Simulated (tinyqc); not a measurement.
# From lower LO mode back to fraction x of A

Model: two-mode optical phonons of a ternary alloy from two coupled oscillators. Computed by tinyqc, a small Python program. Command: `OMP_NUM_THREADS=1 python tinyqc.py 3007923 3007924 out.jsonl twomode inv`. One thread of a shared host (Intel(R) Xeon(R) Processor @ 2.30GHz), about 0.02 s of CPU time with the checks.

An alloy A(x)B(1-x)C has an A-C and a B-C bond oscillator. Each TO frequency moves linearly from the impurity mode (dilute end) to the TO of the pure crystal; each strength is proportional to the number of bonds.

Inputs (values chosen for the exercise, modelled on GaAs(1-x)P(x), with A-C the GaP-like and B-C the GaAs-like bond):
```
quantity,value,unit
omega_TO of pure AC,367.2,1/cm
omega_LO of pure AC,399.4,1/cm
omega_TO of pure BC,269.8,1/cm
omega_LO of pure BC,290,1/cm
eps_inf of AC,8.95,-
eps_inf of BC,10.7,-
impurity mode of A in BC,352.8,1/cm
impurity mode of B in AC,269.9,1/cm
```

Method:
- omega_1 = (impurity mode of A) + x (omega_TO,AC - impurity mode of A); omega_2 = (impurity mode of B) + (1 - x)(omega_TO,BC - impurity mode of B); eps_inf = x eps_AC + (1 - x) eps_BC; strengths W_1 = x eps_AC (omega_LO,AC^2 - omega_TO,AC^2), W_2 = (1 - x) eps_BC (omega_LO,BC^2 - omega_TO,BC^2).
- eps(omega) = eps_inf + W_1/(omega_1^2 - omega^2) + W_2/(omega_2^2 - omega^2) = 0 is the eigenproblem of the matrix [[omega_1^2 + W_1/eps_inf, sqrt(W_1 W_2)/eps_inf], [sqrt(W_1 W_2)/eps_inf, omega_2^2 + W_2/eps_inf]] for omega_LO^2.
- Uncoupled values keep the diagonal alone. eps_s = eps_inf + W_1/omega_1^2 + W_2/omega_2^2.

Problem. A run gave the result below. Find the fraction x of A, known to lie between 0.064 and 0.14.

lower LO mode = 287.3031 1/cm

Solution.

Each step takes the trial c = (a f_b - b f_a)/(f_b - f_a), f being the result less the target and a, b, c the logarithms of the listed values; c replaces end b, the old b replaces a if the sign of f changed, and otherwise f_a is halved.

Scan of the range:
```
fraction x of A,lower LO mode (1/cm)
0.0640,288.378
0.0729,288.160
0.0831,287.913
0.0947,287.634
0.1080,287.317
0.1230,286.965
0.1400,286.570
```

False position (Illinois rule, in the logarithm of the input) inside the bracket:
```
step,end a,end b,trial,lower LO mode (1/cm)
1,0.108000,0.123000,0.108568,287.304
2,0.123000,0.108568,0.108600,287.303
3,0.123000,0.108600,0.108603,287.303
4,0.108600,0.108603,0.108601,287.303
```

Lower LO mode falls at every point of a 13-point scan of the range (every second point is shown), so one value fits; it is bracketed by 0.108 and 0.123. Answer: fraction x of A = 0.1086.
